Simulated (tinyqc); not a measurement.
Long-channel MOSFET, surface-potential model: one step of the calculation.

n-channel transistor on a uniformly doped p-type body, gradual-channel approximation, constant mobility, Boltzmann statistics, full ionisation. Potentials are counted from the neutral body; V is the electron quasi-Fermi potential, Vsb at the source and Vsb + Vds at the drain. Charges are magnitudes per area.

Problem. Body potential, insulator capacitance and body factor. ni = sqrt(Nc Nv) exp(-Eg/(2 Vt)), Eg in volts; phiF = Vt ln(Na/ni); Cox = eps0 eox/tox; gamma = sqrt(2 q eps0 eps_r Na)/Cox. VT = Vfb + 2 phiF + gamma sqrt(2 phiF + Vsb), m = 1 + gamma/(2 sqrt(2 phiF + Vsb)).

Parameters, values chosen for the exercise; material values close to those of silicon: temperature T = 300 K; band gap Eg = 1.11 eV; relative permittivity of the semiconductor eps_r = 11.8; conduction-band density of states at T Nc = 2.78e19 cm^-3; valence-band density of states at T Nv = 2.63e19 cm^-3; acceptor density of the body Na = 1e17 cm^-3; relative permittivity of the gate insulator eox = 8.97; insulator thickness tox = 37 nm; flat-band voltage Vfb = -0.35 V; source-body reverse bias Vsb = 0.5 V.

Constants: q = 1.602176634e-19 C, kB = 1.380649e-23 J/K, Vt = kB T/q, eps0 = 8.8541878128e-14 F/cm where lengths are in cm. Results are converted to the units shown.

Give: ni; phiF; Cox; gamma; VT; m.

Solution.

ni = 1.2835e10 cm^-3
phiF = 0.41023 V
Cox = 0.21465 uF/cm^2
gamma = 0.85241 V^0.5
VT = 1.4500 V
m = 1.3709

Numbers from tinyqc (`OMP_NUM_THREADS=1 python tinyqc.py 2360020 2360021 out.jsonl`; about 0.04 s on one thread of a shared Intel Xeon 2.30GHz).
